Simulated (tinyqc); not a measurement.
# From T_c back to z J_AB

Model: two-sublattice mean-field magnet: ferrimagnet, compensation points and susceptibility. Computed by tinyqc, a small Python program. Command: `OMP_NUM_THREADS=1 python tinyqc.py 3007438 3007439 out.jsonl ferri inv`. One thread of a shared host (Intel(R) Xeon(R) Processor @ 2.30GHz), about 0.02 s of CPU time with the checks.

A random alloy A(1-x)B(x) with H = -sum over pairs J S_i.S_j. a = <S_A> and b = <S_B> are taken along z, a > 0. Exchange fields: h_A = (1 - x) zJ_AA a + x zJ_AB b, h_B = (1 - x) zJ_AB a + x zJ_BB b; a = S_A B_(S_A)(S_A h_A/(k_B T)) and likewise for b, with the Brillouin function B_S(y) = [(2S + 1)/(2S)] coth[(2S + 1) y/(2S)] - [1/(2S)] coth[y/(2S)].

Inputs (values chosen for the exercise, for a model ferrimagnet): spin S_A = 1; spin S_B = 3.5; fraction x of B sites = 0.35; z J_AA = 102 meV; z J_BB = 5.9 meV; T over T_c = 0.25.

Constants: k_B = 8.617333262e-05 eV/K.

Method. Linearised, T (a, b) = M (a, b) with M_ij = S_i (S_i + 1) c_j zJ_ij/(3 k_B), c_A = 1 - x, c_B = x. T_c is the larger eigenvalue, and its eigenvector gives b/a at onset, (T_c - M_AA)/M_AB.

Task: A run gave the result below. Find the z J_AB, known to lie between -53 and -24 meV.

T_c = 767.9456 K

Result:

Each step takes the trial c = (a f_b - b f_a)/(f_b - f_a), f being the result less the target; c replaces end b, the old b replaces a if the sign of f changed, and otherwise f_a is halved.

Scan of the range:
```
z J_AB (meV)  T_c (K)
-53.0         901.312
-48.2         854.693
-43.3         807.731
-38.5         762.535
-33.7         718.413
-28.8         674.895
-24.0         634.366
```

False position (Illinois rule) inside the bracket:
```
step     end a     end b     trial  T_c (K)
1     -43.3000  -38.5000  -39.0746  767.895
2     -43.3000  -39.0746  -39.0853  767.995
3     -39.0746  -39.0853  -39.0800  767.946
```

T_c falls at every point of a 13-point scan of the range (every second point is shown), so one value fits; it is bracketed by -43.3 and -38.5. Answer: z J_AB = -39.08 meV.
